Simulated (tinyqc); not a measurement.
Inside a calculation. Method: Pariser-Parr-Pople SCF with singles CI, for the molecule C=CC1=CC(=O)C=CC1=O (SMILES; centres numbered as the heavy atoms are written). One step of it, computed by the program tinyqc.

Problem. Singles CI, triplets. Over the 9 single excitations with the smallest orbital gaps: A = (e_a - e_i) delta - (ij|ab), with (pq|rs) = sum c_mp c_mq gamma_mn c_nr c_ns.

orbital energies (eV): [-15.175837, -13.913748, -12.641165, -11.300195, -10.245948, -5.209550, -2.809517, -1.372452, -0.713609, 1.094960]

coefficients:
```
          MO1        MO2        MO3        MO4        MO5        MO6        MO7        MO8
1C   0.076690  -0.044341   0.369711   0.112866   0.543456  -0.251988   0.517808   0.237659
2C   0.177099  -0.079174   0.532911   0.110384   0.418315  -0.012580  -0.339863  -0.269844
3C   0.383049  -0.120185   0.467942  -0.010568  -0.309482   0.295473  -0.331461   0.075854
4C   0.307348   0.157449   0.293725  -0.070928  -0.532193  -0.292635   0.404060  -0.326555
5C   0.354049   0.482274  -0.061938  -0.063358  -0.041618  -0.337943   0.004846   0.365999
6O   0.277345   0.565564  -0.132071  -0.415852   0.335549   0.422896   0.003380  -0.201738
7C   0.279524   0.189814  -0.242366   0.537867   0.053273  -0.304269  -0.424427   0.109574
8C   0.304459  -0.062614  -0.269655   0.554188   0.061930   0.284653   0.334411  -0.447391
9C   0.449632  -0.366417  -0.136127  -0.032337  -0.024316   0.351750   0.189081   0.538414
10O  0.382487  -0.475256  -0.320640  -0.442172   0.170500  -0.415960  -0.124420  -0.285660

           MO9       MO10
1C   -0.372709   0.142712
2C    0.477408  -0.273498
3C   -0.333747   0.457882
4C   -0.057609  -0.383869
5C    0.488766   0.381317
6O   -0.243664  -0.146032
7C   -0.396021  -0.305613
8C    0.167798   0.313908
9C    0.168130  -0.407143
10O  -0.083329   0.152937
```

repulsion gamma_rs (eV):
```
           1C        2C        3C        4C        5C         6O        7C        8C
1C   9.860000  5.035028  3.706265  2.788490  2.282062   2.007974  2.212739  2.543854
2C   5.035028  9.860000  5.033553  3.706359  2.788180   2.432813  2.544116  2.788096
3C   3.706265  5.033553  9.860000  5.034302  3.706359   3.016921  3.380470  3.706267
4C   2.788490  3.706359  5.034302  9.860000  5.033553   4.120990  3.706267  3.379449
5C   2.282062  2.788180  3.706359  5.033553  9.860000   5.832422  5.034438  3.705927
6O   2.007974  2.432813  3.016921  4.120990  5.832422  17.070000  4.121530  3.016803
7C   2.212739  2.544116  3.380470  3.706267  5.034438   4.121530  9.860000  5.034302
8C   2.543854  2.788096  3.706267  3.379449  3.705927   3.016803  5.034302  9.860000
9C   3.380008  3.706267  5.034438  3.705927  3.379643   2.732802  3.706359  5.033553
10O  4.120992  3.721846  4.121530  3.016803  2.732802   2.234990  3.016921  4.120990

           9C        10O
1C   3.380008   4.120992
2C   3.706267   3.721846
3C   5.034438   4.121530
4C   3.705927   3.016803
5C   3.379643   2.732802
6O   2.732802   2.234990
7C   3.706359   3.016921
8C   5.033553   4.120990
9C   9.860000   5.832422
10O  5.832422  17.070000
```

Give: triplet CI matrix; triplet excitation energies.

Solution.

triplet CI matrix (eV):
```
         5>6      4>6      3>6      5>7      4>7      2>6      5>8      5>9
5>6   0.9236   0.4225   0.5758   0.6363   0.1204  -0.2080  -0.1427   0.1268
4>6   0.4225   1.2091  -0.2018   0.1204  -0.7885   0.0132  -0.0636  -0.2589
3>6   0.5758  -0.2018   3.2743   0.1646   0.2355  -0.1880   0.1010  -0.3143
5>7   0.6363   0.1204   0.1646   2.9251  -0.2657  -0.0488  -0.2155   0.5952
4>7   0.1204  -0.7885   0.2355  -0.2657   4.4674  -0.2358  -0.0230   0.1460
2>6  -0.2080   0.0132  -0.1880  -0.0488  -0.2358   3.3942   0.4673   0.3973
5>8  -0.1427  -0.0636   0.1010  -0.2155  -0.0230   0.4673   4.8781   0.2050
5>9   0.1268  -0.2589  -0.3143   0.5952   0.1460   0.3973   0.2050   5.2060
3>7   0.1646   0.2355   0.2686  -0.1671   0.0816  -0.1406  -0.5983   0.7889

         3>7
5>6   0.1646
4>6   0.2355
3>6   0.2686
5>7  -0.1671
4>7   0.0816
2>6  -0.1406
5>8  -0.5983
5>9   0.7889
3>7   5.2975
```

triplet excitation energies (eV): [0.3462, 1.2389, 2.5182, 3.0904, 3.6345, 4.3370, 4.7745, 5.4563, 6.1794]
